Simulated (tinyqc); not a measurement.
MOSFET in the linear regime without short-channel effects, parameter extraction from computed curves: one step of the calculation.

Inversion charge Q = Cox n Vt W0(exp((Vg - VT)/(n Vt))), W0 the Lambert function and n = nf; u = Q/Cox; mobility mu = mu0/(1 + th1 u + th2 u^2); channel resistance Rch = (L - dL)/(W mu Q); Id = Vd/(Rch + Rsd/W). Cox = eps0 eox/tox. Small Vd, no channel-length or drain effects.

Question. Threshold and mobility at the peak transconductance. gm_i = (Id_(i+1) - Id_(i-1))/(Vg_(i+1) - Vg_(i-1)); at the point j of largest gm the tangent meets the axis at V_ext = Vg_j - Id_j/gm_j; field-effect mobility gm_j L/(W Cox Vd) with the drawn L.

Values chosen for this exercise; channel values of the order met in silicon transistors:

| symbol | value | unit | meaning |
|---|---|---|---|
| eox | 7.36 |  | relative permittivity of the gate insulator (close to silicon nitride) |
| tox | 4.5 | nm | insulator thickness |
| mu0 | 170 | cm^2/(V s) | low-field mobility |
| VT | 0.51 | V | threshold voltage |
| W | 10 | um | gate width |
| L | 0.49 | um | drawn gate length |
| dL | 0.006 | um | drawn less effective length |
| Vd | 0.01 | V | drain voltage |

Constants: eps0 = 8.8541878128e-14 F/cm where lengths are in cm. Results are converted to the units shown.

| point | Vg (V) | Id (uA) |
|---|---|---|
| 0 | 0.21 | 4.6592281e-5 |
| 1 | 0.36 | 0.0082372575 |
| 2 | 0.51 | 0.83196157 |
| 3 | 0.66 | 5.5020424 |
| 4 | 0.81 | 11.488504 |
| 5 | 0.96 | 17.523431 |
| 6 | 1.11 | 23.360266 |
| 7 | 1.26 | 28.935554 |
| 8 | 1.41 | 34.236341 |
| 9 | 1.56 | 39.267488 |
| 10 | 1.71 | 44.040764 |

Give: gm; j; V_ext; field-effect mobility.

Answer.

| point | gm (uS) |
|---|---|
| 1 | 2.773 |
| 2 | 18.31 |
| 3 | 35.52 |
| 4 | 40.07 |
| 5 | 39.57 |
| 6 | 38.04 |
| 7 | 36.25 |
| 8 | 34.44 |
| 9 | 32.68 |

j = 4
V_ext = 0.5233 V
field-effect mobility = 135.6 cm^2/(V s)

V_ext is 13 mV above the model VT, and the mobility so found is 21 % below mu0 L/(L - dL) = 172 cm^2/(V s), the value for the drawn L; attenuation, series resistance and the slow approach of Q to a straight line all lower the peak gm.

Program tinyqc, `OMP_NUM_THREADS=1 python tinyqc.py 2210126 2210127 out.jsonl`; Intel Xeon 2.30GHz, shared host, one thread, about 0.01 s.
